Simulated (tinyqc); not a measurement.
# Polarisation charge from two barrier thicknesses

Inverse problem. Voff = phiB - dEc - q sigma d/(eps0 eb). Find sigma, phiB - dEc and the thickness at which Voff = 0.

Constants: q = 1.602176634e-19 C, eps0 = 8.8541878128e-14 F/cm where lengths are in cm. Results are converted to the units shown.

Voff at d = 17 and 39 nm (V): [-2.7067395, -7.2000964]
eb = 9.6831000

Answer. Voff is a straight line in d: its slope is -q sigma/(eps0 eb) and its intercept phiB - dEc.

sigma = 1.09e13 cm^-2
phiB - dEc = 0.765 V
thickness for Voff = 0 = 3.75 nm

Program tinyqc, `OMP_NUM_THREADS=1 python tinyqc.py 2180060 2180061 out.jsonl`; Intel Xeon 2.30GHz, shared host, one thread, about 0.01 s.
